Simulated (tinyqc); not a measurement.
Inside a calculation. Model: van der Pauw, Hall and four-point-probe measurements on a doped layer.

Numbers from tinyqc (`OMP_NUM_THREADS=1 python tinyqc.py 2850166 2850167 out.jsonl`; about 0.06 s on one thread of a shared Intel Xeon 2.30GHz). Printed values are rounded.

A uniform n-type layer with sheet resistance Rs = 1/(q ns mu), point contacts, low field (mu B small).

Inputs (values chosen for the exercise):
- ns = 2.4e15 cm^-2 (sheet density of the layer)
- mu = 96 cm^2/(V s) (drift mobility)
- rH = 0.8 (Hall factor)
- B = 0.55 T (magnetic field)
- I = 500 uA (current)
- ar = 1.44 (side ratio a/b of a rectangular sample with corner contacts)
- t = 220 nm (thickness of the layer)

Constants: q = 1.602176634e-19 C. Results are converted to the units shown.

## Resistances and Hall voltage

Rs = 1/(q ns mu). For a rectangle with contacts at the corners, RA = (8 Rs/pi) sum_(k>=0) ln coth((2k + 1) pi a/(2 b)) with current along a short side b and voltage along the opposite one, RB the same with a and b exchanged; Hall voltage VH = rH B I/(q ns), negative for electrons.

Rs = 27.0899 ohm/square
RA = 1.49673 ohm
RB = 15.8377 ohm
VH = -0.0572138 mV

RB/RA = 10.6; for a square both equal Rs ln 2/pi = 5.98 ohm.

## Starting value

z = 2 ln 2/(pi (RA + RB)), exact for RA = RB.

z at the start = 25.4564 mS

## Iteration 1: new z

The van der Pauw equation exp(-pi RA z) + exp(-pi RB z) = 1 is solved for z = 1/Rs: e1 = exp(-pi RA z), e2 = exp(-pi RB z), f = e1 + e2 - 1, f' = -pi (RA e1 + RB e2), z(new) = z - f/f'.

e1 = 0.887187
e2 = 0.281789
f = 0.168977
f' = -0.0181922 kohm
z after iteration 1 = 34.7448 mS

## Iteration 2: new z

As before.

e1 = 0.849273
e2 = 0.177507
f = 0.0267805
f' = -0.0128253 kohm
z after iteration 2 = 36.8329 mS

## Course of the iteration

Stop when the step is below 1e-10 mS, or after 40 iterations.

Course of the iteration:
```
iteration  z before the step (mS)  step (mS)
1                         25.4564       9.29
2                         34.7448       2.09
3                         36.8329     0.0811
4                         36.9140    1.15e-4
5                         36.9141   2.29e-10
6                         36.9141          0
```

Converged in 6 iterations.

## Sheet density, mobility and bulk values

converged z = 36.9141 mS

Rs = 1/z; Hall sheet density B I/(q |VH|); Hall mobility |VH|/(Rs B I); true values ns = rH times the Hall density, mu = Hall mobility/rH; bulk density ns/t, resistivity Rs t; correction factor F = Rs/[(pi/ln 2)(RA + RB)/2].

Rs = 27.0899 ohm/square
Hall sheet density = 3e15 cm^-2
Hall mobility = 76.8 cm^2/(V s)
ns = 2.4e15 cm^-2
mu = 96 cm^2/(V s)
bulk density = 1.09091e20 cm^-3
resistivity = 5.95977e-4 ohm cm
F = 0.689611

Taking the mean of RA and RB without F would overstate Rs by 45 %.
